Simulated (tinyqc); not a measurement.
Coupled-perturbed Hartree-Fock on RHF in the sto-3g basis, for H2, spin multiplicity 1, step by step. Computed by tinyqc, a small Python program that keeps every step (integrals from PySCF). Settings: charge = 0, multiplicity = 1, basis = sto-3g, method = RHF, energy threshold = 1e-10, iteration cap = 63, orthogonalisation = canonical, start = Wolfsberg-Helmholz matrix, DIIS depth = 6. Command: `OMP_NUM_THREADS=1 python tinyqc.py 26762 26763 out.jsonl` (the two numbers bound the seeds that draw the settings). One thread of a shared host (Intel(R) Xeon(R) Processor @ 2.60GHz), about 0.08 s of CPU time with the checks. The early iterations of the SCF are left out here.

## One-electron integrals

Geometry (angstrom):

| atom | x | y | z |
|---|---|---|---|
| H | 0.0000 | 0.0000 | 0.0000 |
| H | 0.0000 | 0.0000 | 1.0620 |

Basis sto-3g: exponents (1/bohr^2) and contraction coefficients of normalised primitives:

| element | l (shell) | exponent | coefficient |
|---|---|---|---|
| H | s (1) | 3.4253 | 0.1543 |
| H | s (1) | 0.6239 | 0.5353 |
| H | s (1) | 0.1689 | 0.4446 |

Overlap, kinetic and nuclear-attraction integrals over the contracted functions; the nuclear repulsion is the sum of Za Zb / Rab.

nuclear repulsion = 0.498284 hartree

overlap S:
```
        1H 1s   2H 1s
1H 1s  1.0000  0.4607
2H 1s  0.4607  1.0000
```

kinetic energy T (hartree):
```
        1H 1s   2H 1s
1H 1s  0.7600  0.0899
2H 1s  0.0899  0.7600
```

nuclear attraction V (hartree):
```
         1H 1s    2H 1s
1H 1s  -1.7129  -0.7160
2H 1s  -0.7160  -1.7129
```

core Hamiltonian H = T + V (hartree):
```
         1H 1s    2H 1s
1H 1s  -0.9529  -0.6261
2H 1s  -0.6261  -0.9529
```

## Two-electron integrals

Functions are numbered as in S; the eight-fold symmetry (ij|kl) = (ji|kl) = (kl|ij) leaves the list below.

Two-electron integrals (ij|kl) in chemists' order, unique and non-zero (hartree):
```
(11|11) 0.7746   (21|11) 0.2816   (21|21) 0.1338   (22|11) 0.4583
(22|21) 0.2816   (22|22) 0.7746
```

## Orthogonalisation

S = U s U^T; canonical form X = U s^(-1/2), so that X^T S X = 1. Each column of U has its largest component positive (the first on a tie).

eigenvalues of S: 0.5393  1.4607

X:
```
             1       2
1H 1s   0.9629  0.5851
2H 1s  -0.9629  0.5851
```

## Iteration 2 (converged): orbitals

converged F (hartree):
```
         1H 1s    2H 1s
1H 1s  -0.2270  -0.4528
2H 1s  -0.4528  -0.2270
```

Diagonalise F' = X^T F X, C = X C', fill 1 alpha and 1 beta electrons from the bottom; D = 2 C_occ C_occ^T. Each column has its largest component positive (the first on a tie).

F' = X^T F X (hartree):
```
        1        2
1  0.4187   0.0000
2  0.0000  -0.4654
```

orbital energies (hartree): MO1 -0.4654, MO2 0.4187

coefficients C:
```
          MO1      MO2
1H 1s  0.5851   0.9629
2H 1s  0.5851  -0.9629
```

D after iteration 2:
```
        1H 1s   2H 1s
1H 1s  0.6846  0.6846
2H 1s  0.6846  0.6846
```

## Convergence

Stop when the energy changes by less than 1e-10 hartree and every element of the error matrix X^T (F D S - S D F) X is below 3e-06.

Course of the cycle:

| iteration | E (hartree) | change | largest element of the error matrix |
|---|---|---|---|
| 1 | -1.048081 | - | 3.75e-16 |
| 2 | -1.048081 | -2.22e-16 | 3.75e-16 |

PySCF RHF in the same basis = -1.048081 hartree

Converged in 2 iterations.

## Integrals over molecular orbitals

(pq|rs) = sum C_ip C_jq C_kr C_ls (ij|kl), one index at a time.

one-electron integrals over orbitals h = C^T H C (hartree):
```
         1        2
1  -1.0810   0.0000
2   0.0000  -0.6059
```

Two-electron integrals over orbitals (pq|rs), unique and non-zero (hartree):
```
(11|11) 0.6156   (21|21) 0.2008   (22|11) 0.6127   (22|22) 0.6433
```

## Response to a field: uncoupled start

dipole integrals <a|z|i> (bohr):
```
         i1
a2  -1.1306
```

Field along z; U_ai = -mu_ai / (e_a - e_i), alpha = -4 sum U_ai mu_ai.

uncoupled U:
```
        i1
a2  1.2788
```

uncoupled polarisability = 5.7829 bohr^3

## Coupled step 1

U_ai = -(mu_ai + sum_bj [4 (ai|bj) - (ab|ij) - (aj|bi)] U_bj) / (e_a - e_i); alpha = -4 sum U_ai mu_ai.

U after step 1:
```
        i1
a2  1.2938
```

polarisability = 5.8510 bohr^3

## Coupled step 2

As before.

U after step 2:
```
        i1
a2  1.2940
```

polarisability = 5.8518 bohr^3

## Coupled polarisability

Repeat until U stops changing; compare with -d2E/dF2.

Course of the coupled iterations:

| step | alpha (bohr^3) |
|---|---|
| 0 | 5.7829 |
| 1 | 5.8510 |
| 2 | 5.8518 |
| 3 | 5.8518 |
| 4 | 5.8518 |
| 5 | 5.8518 |

coupled polarisability = 5.8518 bohr^3

finite-field check, fields of +/-0.001 au = 5.8518 bohr^3
